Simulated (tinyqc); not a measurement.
Inside a calculation. Model: harmonic transition-state theory with quantum, tunnelling and friction corrections. Computed by tinyqc, a small Python program that keeps every step. Command: `OMP_NUM_THREADS=1 python tinyqc.py 3016514 3016515 out.jsonl rates walk`. One thread of a shared host (Intel(R) Xeon(R) Processor @ 2.30GHz), about 0.01 s of CPU time with the checks. Intermediate numbers are printed to about 6 digits and carried at full precision; extremes and crossings named in words are read from the listed rows.

One atom hops between equivalent sites; three modes at the minimum and two real modes at the saddle are treated as harmonic, the rest of the crystal as unchanged; melting is ignored, so hot rows may lie above the melting point.

Inputs (values chosen for the exercise, modelled on interstitial copper in silicon):
```
quantity                                value      unit
barrier E_b                             0.213        eV
imaginary frequency at the saddle nu_b   2.59       THz
temperature T                             150         K
jump length d                            2.35  angstrom
number of jump directions z                 4         -
friction gamma/(2 pi)                      14       THz
```

Lattice of sites: three-dimensional. Correction studied: friction.

frequencies at the minimum (THz): 4.32  5  5.64

real frequencies at the saddle (THz): 5.96  8.21

Constants: k_B = 8.617333262e-05 eV/K; h x 1 THz = 4.135667696 meV.

## Classical rate and diffusivity

Vineyard: nu* = product of minimum frequencies / product of real saddle frequencies; k_cl = nu* exp(-E_b/(k_B T)). Activation entropy S = k_B ln(nu* h/(k_B T)); for uncorrelated jumps D = z k d^2/6 and D0 = z nu* d^2/6; 1 angstrom^2 = 1e-16 cm^2.

prefactor nu* = 2.48968 THz

classical rate k_cl = 173643 1/s

activation entropy in the Eyring form = -0.227438 k_B

classical diffusivity D = 6.39297e-11 cm^2/s

prefactor D0 = 9.16617e-04 cm^2/s

Caution: h nu exceeds k_B T, so zero-point and tunnelling corrections to the classical rate matter.

## Quantum harmonic rate

Quantum harmonic: k_q = (k_B T/h) [prod 2 sinh(x_i/2) (minimum) / prod 2 sinh(x_j/2) (saddle)] exp(-E_b/(k_B T)), x = h nu/(k_B T). Zero-point correction to the barrier = (h/2)(sum of saddle frequencies - sum of minimum frequencies).

x at the minimum: 1.38218  1.59975  1.80452

x at the saddle: 1.90690  2.62679

zero-point correction = -1.63359 meV

quantum harmonic rate k_q = 156375 1/s

ratio k_q/k_cl = 0.900552

To second order in x the ratio is 1 + (sum x_i^2 - sum x_j^2)/24 = 0.8829.

## Tunnelling factors

With u = h nu_b/(k_B T): Wigner factor 1 + u^2/24; parabolic barrier (Bell) (u/2)/sin(u/2), valid above T_c = h nu_b/(2 pi k_B); symmetric Eckart barrier: kappa = int_0^infinity P(E) exp(-(E - E_b)/(k_B T)) dE/(k_B T), P = (cosh 2a - 1)/(cosh 2a + cosh 2d), a = alpha sqrt(E/E_b), alpha = 2 pi E_b/(h nu_b), 2d = 2 sqrt(alpha^2 - pi^2/4).

u = 0.828669

crossover temperature T_c = 19.7830 K

Wigner factor = 1.02861

Bell factor = 1.02920

Eckart factor = 1.03090

T/T_c = 7.58: tunnelling is a small correction.

## Friction

Kramers: spatial-diffusion factor kappa_s = sqrt(1 + y^2) - y with y = gamma/(2 omega_b); weak-friction (energy-diffusion) estimate kappa_e = Delta/2 with Delta = (16/3)(gamma/omega_b) E_b/(k_B T), the energy lost in one round trip of a well at the barrier energy of a symmetric quartic double well, over k_B T (half of the escaping atoms fall back); bridge 1/kappa = 1/kappa_s + 1/kappa_e. omega_b = 2 pi nu_b; rate with friction = kappa k_cl.

y = 2.70270

kappa_s = 0.179068

kappa_e = 237.527

transmission kappa = 0.178933

rate with friction = 31070.5 1/s

Caution: the bridge is a rough interpolation, good to tens of per cent near the turnover.

## Kramers turnover

The formulas are those given above.

Transmission:
```
gamma/omega_b   kappa_s      kappa_e     kappa
0.001          0.999500  4.39424e-02  0.042092
0.003          0.998501  1.31827e-01  0.116453
0.01           0.995012  4.39424e-01  0.304811
0.03           0.985112  1.31827e+00  0.563799
0.1            0.951249  4.39424e+00  0.781971
0.3            0.861187  1.31827e+01  0.808379
1              0.618034  4.39424e+01  0.609462
3              0.302776  1.31827e+02  0.302082
10             0.099020  4.39424e+02  0.098997
30             0.033296  1.31827e+03  0.033296
```

kappa peaks at 0.81 near gamma/omega_b = 0.3 among these rows. Below, too little energy reaches the atom and the rate grows with friction; above, recrossings cut it, as omega_b/gamma in the end (0.0333 against 0.0333). Transition-state theory, kappa = 1, is the upper bound. Caution: the simple bridge underestimates kappa near the turnover by some ten per cent and can shift the peak to higher friction; long jumps on a lattice are ignored.

Checks made by the program: quantum rate against the classical one at very high temperature (relative difference 3e-09).
